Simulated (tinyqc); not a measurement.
What moves the exposure: standing waves and exposure in a photoresist film.

Normal incidence from air. Unexposed resist: N1 = n1 + i k1 with k1 = (A + B) lam/(4 pi), lam in micrometres. r01 = (1 - N1)/(1 + N1), t01 = 2/(1 + N1). Below the resist lie the layer Na = na + i ka and the substrate Ns = ns + i ks: r12 = (r1a + ras x)/(1 + r1a ras x), x = exp(4 pi i Na da/lam), r1a = (N1 - Na)/(N1 + Na), ras = (Na - Ns)/(Na + Ns). With p = exp(2 pi i N1 d/lam), the field at depth z is E(z) = t01 [exp(2 pi i N1 z/lam) + r12 p^2 exp(-2 pi i N1 z/lam)]/(1 + r01 r12 p^2), the relative intensity I(z) = n1 |E(z)|^2 and the reflectance R = |(r01 + r12 p^2)/(1 + r01 r12 p^2)|^2.

Inputs chosen for the exercise (a resist on Cu, indices near tabulated ones; not measured data):
```
symbol  value  unit          meaning
lam     248    nm            vacuum wavelength
n1      1.727                resist index
A       0.04   1/micrometre  bleachable absorption (Dill A)
B       0.94   1/micrometre  fixed absorption (Dill B)
d       595    nm            resist thickness
ns      1.49                 substrate n
ks      1.774                substrate k
na      1.757                n of the bottom antireflection layer
ka      0.435                its k
da      42     nm            its thickness
```

The mean of I is over 800 depths. Each row changes one parameter from the base and keeps the others.

Results:
```
case,|r12|^2,R,mean I,I at the bottom
base,0.0028,0.0742,0.7023,0.4674
d = 605 nm,0.0028,0.0622,0.7084,0.4687
n1 = 1.744,0.0024,0.0698,0.7054,0.4743
B = 1.14 1/micrometre,0.0029,0.0741,0.6659,0.4149
ks = 1.597,0.0031,0.0697,0.7062,0.4643
da = 52 nm,0.0187,0.0524,0.7299,0.4135
ka = 0.566,0.0061,0.0537,0.7217,0.4789
```

The largest shifts from the base row, up to three for each result and ties (the steps differ in size, so this ranks the rows, not the parameters). |r12|^2: da +0.0158, ka +0.0033, n1 -0.0005; unchanged at the printed digits by d. R: da -0.0218, ka -0.0205, d -0.0120. mean I: B -0.0365, da +0.0276, ka +0.0194. I at the bottom: da -0.0539, B -0.0524, ka +0.0115.

tinyqc: `OMP_NUM_THREADS=1 python tinyqc.py 1652359 1652360 out.jsonl`; about 0.01 s, one thread, shared Intel(R) Xeon(R) Processor @ 2.30GHz.
